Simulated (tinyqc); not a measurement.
Comparisons within one model: optical transitions of a finite quantum well. A value that a table varies takes the place of the one given here.

Each carrier sees a square well of width L with its own depth V and masses m (inside), mb (outside); c = hbar^2/2m0, k = sqrt(m E/c), kappa = sqrt(mb (V - E)/c), and level n solves k L + 2 atan[(k/m)/(kappa/mb)] = n pi. The envelope is cos(kz) for odd n and sin(kz) for even n inside, joins exp(-kappa (|z| - L/2)) outside, and is normalised to 1. Excitons and band mixing are left out.

Constants: hbar^2/2m0 = 3.80998211 eV angstrom^2; e^2/(4 pi eps0) = 14.39964547 eV angstrom; hc = 1239.841984 eV nm.

Values chosen for the exercise (near those of an InGaAs well in InAlAs; shifted at random, so the results belong to these values and not to a real crystal): L = 113 angstrom (well width); Vc = 0.543 eV (conduction offset); me = 0.0398 m0 (electron, well); meb = 0.073 m0 (electron, barrier); eps = 12.2 (background dielectric constant); Nss = (0.15, 0.38, 0.75, 1.5, 2.2, 3, 4.5) x 1e12/cm^2 (sheet densities); Eg = 0.814 eV (gap of the well); Vv = 0.207 eV (valence offset); mh = 0.392 m0 (heavy hole along z, well); mhb = 0.418 m0 (heavy hole, barrier); ml = 0.0504 m0 (light hole along z, well); mlb = 0.0873 m0 (light hole, barrier); Ls = (24, 33, 44, 59, 78, 99, 150) angstrom (widths).

## Depolarisation shift

The collective line lies at E12 sqrt(1 + a), a = 8 pi q (n1 - n2) S/(eps E12), q = e^2/(4 pi eps0), S = integral over z of (integral up to z of psi_1 psi_2)^2. Zero temperature with the mass me in both subbands: n1 - n2 = Ns until Ns reaches D E12, D = me/(2 pi c), and D E12 beyond. 1e12/cm^2 = 1e-4/angstrom^2; exchange and the static band bending by the charge are left out.

Line position:

| Ns (1e12/cm^2) | n1 - n2 | a | line (meV) | shift (meV) |
|---|---|---|---|---|
| 0.15 | 0.150 | 0.0286 | 131.29 | 1.84 |
| 0.38 | 0.380 | 0.0725 | 134.06 | 4.61 |
| 0.75 | 0.750 | 0.1430 | 138.40 | 8.95 |
| 1.5 | 1.500 | 0.2860 | 146.80 | 17.35 |
| 2.2 | 2.152 | 0.4104 | 153.73 | 24.28 |
| 3.0 | 2.152 | 0.4104 | 153.73 | 24.28 |
| 4.5 | 2.152 | 0.4104 | 153.73 | 24.28 |

S = 8.321 angstrom
E12 = 129.45 meV

What does this show?

The upward shift grows from 1.84 to 24.28 meV, 18.8 % of E12 at most. It stops moving once e2 starts to fill, at Ns = 2.15 e12/cm^2. For small a the shift is a E12/2, linear in Ns; in the last row that rule gives 26.56 meV. S/L = 0.0736, against 5/(9 pi^2) = 0.0563 for hard walls.

## Width of the well

Edge wavelength hc/(Eg + e1 + hh1), squared e1-hh1 overlap, lh1 - hh1, and the 1-2 intersubband energy with f_12 = (m1/c) E12 z_12^2, 1/m1 = <1|1/m|1> (dash: e2 unbound).

Results:

| L (angstrom) | edge (nm) | overlap^2 | lh1 - hh1 (meV) | E12 (meV) | f_12 |
|---|---|---|---|---|---|
| 24 | 1080.1 | 0.9342 | 71.5 | - | - |
| 33 | 1169.6 | 0.9462 | 66.4 | - | - |
| 44 | 1249.0 | 0.9563 | 57.0 | 386.5 | 0.517 |
| 59 | 1321.8 | 0.9658 | 45.4 | 313.1 | 0.965 |
| 78 | 1379.7 | 0.9740 | 34.5 | 221.8 | 0.975 |
| 99 | 1419.2 | 0.9801 | 26.2 | 158.1 | 0.970 |
| 150 | 1467.4 | 0.9883 | 15.1 | 82.6 | 0.963 |

How do the results move?

The edge tunes from 1080 to 1467 nm, towards hc/Eg = 1523 nm, while the overlap goes from 0.934 to 0.988. e2 binds at L = pi sqrt(c/(me Vc)) = 41.7 angstrom; f_12 starts from zero there and is 0.517 at 44 angstrom, the rest going to the continuum; among the widths listed it peaks at 0.975 (78 angstrom) and is 0.963 in the widest well, against 0.961 for hard walls.

## What each parameter does

Edge wavelength hc/(Eg + e1 + hh1), squared overlap of e1 and hh1, and the confinement energies. Each row changes one parameter from the base and keeps the others.

Results:

| case | edge (nm) | overlap^2 | e1 (meV) | hh1 (meV) |
|---|---|---|---|---|
| base | 1437.2 | 0.9830 | 42.7 | 5.9 |
| L = 102 angstrom | 1423.5 | 0.9808 | 49.9 | 7.1 |
| Eg = 0.83 eV | 1411.0 | 0.9830 | 42.7 | 5.9 |
| Vc = 0.624 eV | 1434.9 | 0.9864 | 44.1 | 5.9 |
| Vv = 0.248 eV | 1437.0 | 0.9803 | 42.7 | 6.0 |
| me = 0.0438 m0 | 1440.9 | 0.9864 | 40.5 | 5.9 |
| mh = 0.451 m0 | 1438.3 | 0.9796 | 42.7 | 5.3 |
| meb = 0.0876 m0 | 1440.1 | 0.9808 | 41.0 | 5.9 |

What does this show?

The largest shifts from the base row, up to three for each result and ties (the steps differ in size, so this ranks the rows, not the parameters). edge (nm): Eg -26.2, L -13.7, me +3.7. overlap^2: mh -0.0035, me +0.0034, Vc +0.0034; unchanged at the printed digits by Eg. e1 (meV): L +7.1, me -2.2, meb -1.7; unchanged at the printed digits by Eg, Vv and mh. hh1 (meV): L +1.2, mh -0.6, Vv +0.1; unchanged at the printed digits by Eg, Vc, me and meb.

(tinyqc, `OMP_NUM_THREADS=1 python tinyqc.py 1250960 1250961 out.jsonl`, Intel(R) Xeon(R) Processor @ 2.30GHz, 1 thread, shared host, about 0.05 s.)
